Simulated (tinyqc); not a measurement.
## p-type polysilicon, carrier trapping at grain boundaries: effect of the grain size

One-dimensional grains of size Lg, uniform ionised doping N, monovalent traps Qt at each boundary at a depth Et below (for electrons) or above (for holes) the band edge there, abrupt depletion of width W on each side of a boundary, Boltzmann statistics. xi is the distance from the band edge at the grain centre to the Fermi level. Trapped charge Qt/(1 + exp((xi + VB - Et)/Vt)) = 2 N W, barrier VB = q N W^2/(2 eps0 eps_r).

If the trap equation with xi = Vt ln(NB/N) has a root W < Lg/2, the grain is partly depleted; otherwise W = Lg/2 and the trap equation gives xi = Et - VB + Vt ln(Qt/(N Lg) - 1). N* = Qt/Lg. n0 = NB exp(-xi/Vt); mean density n0 (1 - 2 W/Lg) by charge balance in a partly depleted grain, and n0 (sqrt(pi)/2) erf(u)/u with u = sqrt(VB/Vt) in a fully depleted one; v = sqrt(kB T/(2 pi ms m0)); barrier resistivity Vt exp(VB/Vt)/(q fe n0 v Lg); grain resistivity (1 - 2 W/Lg)/(q n0 mug); effective mobility 1/(q mean density total resistivity). Rows with xi above 0.45 V, towards mid-gap, are left out, since the other carrier type is ignored.

Inputs (values chosen for the exercise); values of the order met in polycrystalline silicon: temperature T = 400 K; relative permittivity eps_r = 11.7; valence-band density of states at T NB = 4.08e19 cm^-3; trap density of a grain boundary Qt = 3.1e12 cm^-2; depth of the trap level from the majority band edge at the boundary Et = 0.4 eV; mass for thermionic emission ms = 0.42 m0; correction factor of the emission rate fe = 0.5; mobility inside the grains mug = 170 cm^2/(V s); doping N = 1.5e17 cm^-3.

Constants: q = 1.602176634e-19 C, kB = 1.380649e-23 J/K, m0 = 9.1093837015e-31 kg, Vt = kB T/q, eps0 = 8.8541878128e-14 F/cm where lengths are in cm. Results are converted to the units shown.

Results:
```
Lg (nm),N/N*,depleted share 2 W/Lg,VB (V),xi (V),mean density (cm^-3),resistivity (ohm cm),effective mobility (cm^2/(V s))
31,0.15000,1.0000,0.027868,0.43192,1.1576e14,440.78,122.32
53,0.25645,1.0000,0.081457,0.35524,7.6312e14,131.91,62.003
160,0.77419,0.54186,0.21797,0.19323,6.8721e16,20.967,4.3318
290,1.4032,0.29896,0.21797,0.19323,1.0516e17,11.678,5.0828
500,2.4194,0.17340,0.21797,0.19323,1.2399e17,6.8758,7.3212
```

Estimate the missing row, Lg = 94 nm.

Computed row:
```
Lg (nm),N/N*,depleted share 2 W/Lg,VB (V),xi (V),mean density (cm^-3),resistivity (ohm cm),effective mobility (cm^2/(V s))
94,0.45484,0.92232,0.21797,0.19323,1.1653e16,35.516,15.081
```

With this row back in the table: As Lg goes from 31 to 500, VB rises from 0.0279 to 0.218 V, the resistivity falls from 441 to 6.88 ohm cm and the effective mobility goes from 122 through a minimum of 4.33 (at Lg = 160 among the rows listed) to 7.32 cm^2/(V s). For Lg = 31 VB is below Vt, where abrupt depletion and thermionic emission are rough. For Lg = 94 the grain is near the changeover between partial and full depletion, within a few Debye lengths, where both limits are rough.

tinyqc, about 0.01 s, one thread, Intel Xeon 2.30GHz (shared host): `OMP_NUM_THREADS=1 python tinyqc.py 2830092 2830093 out.jsonl`
